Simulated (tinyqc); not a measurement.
Worked calculation: coupled-perturbed Hartree-Fock on RHF in the 3-21g basis, for H2, spin multiplicity 1. The polarisability along this axis is zero because the basis has no function that the field can mix in; the real value is not. One step of it, computed by the program tinyqc.

Task: Orthogonalisation. S = U s U^T; symmetric (Loewdin) form X = U s^(-1/2) U^T, so that X^T S X = 1.

overlap S:
```
,1H 1s,1H 2s,2H 1s,2H 2s
1H 1s,1.000000,0.645899,0.346124,0.455549
1H 2s,0.645899,1.000000,0.455549,0.809418
2H 1s,0.346124,0.455549,1.000000,0.645899
2H 2s,0.455549,0.809418,0.645899,1.000000
```

Give: eigenvalues of S; X.

Result:

eigenvalues of S: 0.1224  0.4522  0.7221  2.7033

X:
```
,1H 1s,1H 2s,2H 1s,2H 2s
1H 1s,1.2530,-0.4819,-0.1150,0.0519
1H 2s,-0.4819,1.8121,0.0519,-0.8549
2H 1s,-0.1150,0.0519,1.2530,-0.4819
2H 2s,0.0519,-0.8549,-0.4819,1.8121
```
